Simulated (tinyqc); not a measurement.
# Abrupt p-n junction, non-linear Poisson equation by Newton steps: starts and damping rules compared

One dimension, p side on the left, n side on the right; net doping C = -Na for x < 0 and +Nd for x > 0. The potential psi is counted from the intrinsic level, and the quasi-Fermi potentials are flat: 0 for holes and -V for electrons, so n = ni exp((psi + V)/Vt) and p = ni exp(-psi/Vt) (Boltzmann statistics, full ionisation, no current).

a_i = eps0 eps_r/h_i for the interval from node i to i + 1, with h_i = x_(i+1) - x_i in cm.

n_i = ni exp((psi_i + V)/Vt), p_i = ni exp(-psi_i/Vt), rho_i = p_i - n_i + C_i, g_i = (n_i + p_i)/Vt. Box widths w_i = (h_(i-1) + h_i)/2 in cm. Residual F_i = a_i (psi_(i+1) - psi_i) - a_(i-1) (psi_i - psi_(i-1)) + q rho_i w_i; Jacobian: a_(i-1) and a_i beside the diagonal, b_i = -a_(i-1) - a_i - q g_i w_i on it. The two end nodes are fixed.

Iterations until the largest undamped |d| is below 1e-9 V (the last, tiny step is counted), with a cap of 100; "overflow" would mean that an exponential left the range of double precision. Starts:
- neutral: psi_p = -Vt ln(Na/ni) on nodes with x < 0 and psi_n = Vt ln(Nd/ni) - V on the others.
- depletion: The parabolas of an abrupt Na-Nd junction in the depletion approximation: psi_p + q Na (x + xp)^2/(2 eps0 eps_r) for -xp < x < 0, psi_n - q Nd (xn - x)^2/(2 eps0 eps_r) for 0 < x < xn, flat outside, with W = sqrt(2 eps0 eps_r (psi_n - psi_p)(1/Na + 1/Nd)/q), xp = W Nd/(Na + Nd), xn = W Na/(Na + Nd), psi_p = -Vt ln(Na/ni), psi_n = Vt ln(Nd/ni) - V.
- linear: A straight line in x from psi_p = -Vt ln(Na/ni) at the first node to psi_n = Vt ln(Nd/ni) - V at the last.

Rules for the step d, which solves the tridiagonal system a_(i-1) d_(i-1) + b_i d_i + a_i d_(i+1) = -F_i:
- full Newton steps: the full step is added.
- logarithmic damping: each component d is damped to sign(d) Vt ln(1 + |d|/Vt) before it is added.
- steps capped at 4 Vt: if the largest |d| exceeds 4 Vt, the whole step is scaled down so that it equals 4 Vt.
- halved steps: half of the step is added while the largest |d| exceeds 1.5 Vt, the full step after that.

Values chosen for this exercise; band and dielectric values those of a made-up semiconductor: temperature T = 300 K; band gap Eg = 1.45 eV; relative permittivity eps_r = 15; conduction-band density of states at T Nc = 2.45e19 cm^-3; valence-band density of states at T Nv = 2.79e19 cm^-3; acceptor density of the p side Na = 1.9e17 cm^-3; donor density of the n side Nd = 1.7e17 cm^-3; bias of the p side against the n side V = 0 V.

Constants: q = 1.602176634e-19 C, kB = 1.380649e-23 J/K, Vt = kB T/q, eps0 = 8.8541878128e-14 F/cm where lengths are in cm. Results are converted to the units shown.

| node | x (nm) | net doping C (cm^-3) |
|---|---|---|
| 0 | -179 | -1.9e17 |
| 1 | -133 | -1.9e17 |
| 2 | -94.5 | -1.9e17 |
| 3 | -61.5 | -1.9e17 |
| 4 | -33.6 | -1.9e17 |
| 5 | -10 | -1.9e17 |
| 6 | 10 | 1.7e17 |
| 7 | 32.5 | 1.7e17 |
| 8 | 57.9 | 1.7e17 |
| 9 | 86.6 | 1.7e17 |
| 10 | 119 | 1.7e17 |
| 11 | 155 | 1.7e17 |
| 12 | 196 | 1.7e17 |

ni = 1.72950e7 cm^-3

Iterations needed:

|  | full Newton steps | logarithmic damping | steps capped at 4 Vt | halved steps |
|---|---|---|---|---|
| neutral | 7 | 14 | 9 | 10 |
| depletion | 5 | 6 | 5 | 5 |
| linear | 31 | 11 | 9 | 14 |

The fewest iterations, 5, are needed by full Newton steps from the depletion start and steps capped at 4 Vt from the depletion start and halved steps from the depletion start. Every pairing converges. Lowest count for the worst start: steps capped at 4 Vt, at most 9 iterations.

Program tinyqc, `OMP_NUM_THREADS=1 python tinyqc.py 2000023 2000024 out.jsonl`; Intel Xeon 2.30GHz, shared host, one thread, about 0.02 s.
